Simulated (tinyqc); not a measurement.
CMOS latch-up, two-transistor model: one step of the calculation.

A parasitic pnp (emitter at Vdd, base shunted by Rw) and npn (emitter at ground, base shunted by Rs) feed each other: the npn collector current flows out of the pnp base node, the pnp collector current into the npn base node. Forward-active transistors with constant gains: Icn = Isn exp(Vn/Vt), Icp = Isp (exp(Vp/Vt) - 1). A current Ii is injected into the npn base node.

Problem. The off branch. Node equations: Vp/Rw + Icp/bp = Icn and Vn/Rs + Icn/bn = Icp + Ii. Loop gain G = gn gp/[(1/Rw + gp/bp)(1/Rs + gn/bn)], gn = Icn/Vt, gp = (Icp + Isp)/Vt; the off state ends where G = 1, and Ii there is the trigger current. For each Vn: Icn, then Vp from the first equation, then Ii from the second.

Values chosen for this exercise; values close to those of bulk CMOS: temperature T = 300 K; current gain of the npn bn = 23.1; current gain of the pnp bp = 3.2; saturation current of the npn at T Isn = 7.2e-15 A; saturation current of the pnp at T Isp = 2.1e-15 A; substrate resistance shunting the npn Rs = 210 ohm; well resistance shunting the pnp Rw = 390 ohm; current injected into the substrate Ii = 2.15 mA.

Constants: q = 1.602176634e-19 C, kB = 1.380649e-23 J/K, Vt = kB T/q. Results are converted to the units shown.

Vn, point 0 to 7 (V): [0.473, 0.553, 0.603, 0.633, 0.653, 0.673, 0.688, 0.703]

Wanted: Icn; Vp; Icp; Ii; G.

Solution.

Icn, point 0 to 7 (mA): [6.3589e-4, 0.014039, 0.097115, 0.30993, 0.67181, 1.4562, 2.6015, 4.6474]
Vp, point 0 to 7 (V): [2.4800e-4, 0.0054751, 0.037875, 0.12087, 0.26201, 0.56708, 0.71812, 0.75109]
Icp, point 0 to 7 (mA): [2.0242e-14, 4.9535e-13, 6.9884e-12, 2.2322e-10, 5.2935e-8, 0.0070579, 2.4326, 8.7090]
Ii, point 0 to 7 (mA): [2.2524, 2.6339, 2.8756, 3.0277, 3.1386, 3.2607, 0.95626, -5.1602]
G, point 0 to 7: [1.6518e-13, 4.4430e-12, 1.0459e-10, 7.7166e-9, 3.5253e-6, 0.80614, 32.483, 44.769]

Ii peaks at 3.261 mA, at Vn = 0.6733 V where G = 1; beyond it the loop feeds itself.

tinyqc, about 0.04 s, one thread, Intel Xeon 2.30GHz (shared host): `OMP_NUM_THREADS=1 python tinyqc.py 2670061 2670062 out.jsonl`
